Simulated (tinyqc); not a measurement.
From results back to parameters: density of states of one tight-binding band on the simple cubic lattice. Three cases, with inputs chosen for the exercise.

Problem. For E(k) = -2 t (c1 + c2 + c3) - 4 t2 (c1 c2 + c2 c3 + c3 c1), ci = cos(2 pi ki), two differences between symmetry points are known: Gamma = (0, 0, 0), X = (1/2, 0, 0), M = (1/2, 1/2, 0), R = (1/2, 1/2, 1/2).

Find: t; t2; E(R) - E(M).

Method. E(Gamma) = -6t - 12 t2, E(X) = -2t + 4 t2, E(M) = 2t + 4 t2, E(R) = 6t - 12 t2.

Case 1.

E(X) - E(Gamma) = 2.6000 eV
E(M) - E(X) = 6.9200 eV

Solution.

t = 1.730 eV
t2 = -0.270 eV
E(R) - E(M) = 11.240 eV

Case 2.

E(X) - E(Gamma) = 5.7600 eV
E(M) - E(X) = 3.6800 eV

Solution.

t = 0.920 eV
t2 = 0.130 eV
E(R) - E(M) = 1.600 eV

Case 3.

E(X) - E(Gamma) = 9.0400 eV
E(M) - E(X) = 8.5600 eV

Solution.

t = 2.140 eV
t2 = 0.030 eV
E(R) - E(M) = 8.080 eV

Computed by tinyqc, one run a case: `OMP_NUM_THREADS=1 python tinyqc.py N N+1 out.jsonl` with N = 1652063, 1652123, 1652161; one thread of a shared Intel(R) Xeon(R) Processor @ 2.30GHz, about 0.2 s a run at most.
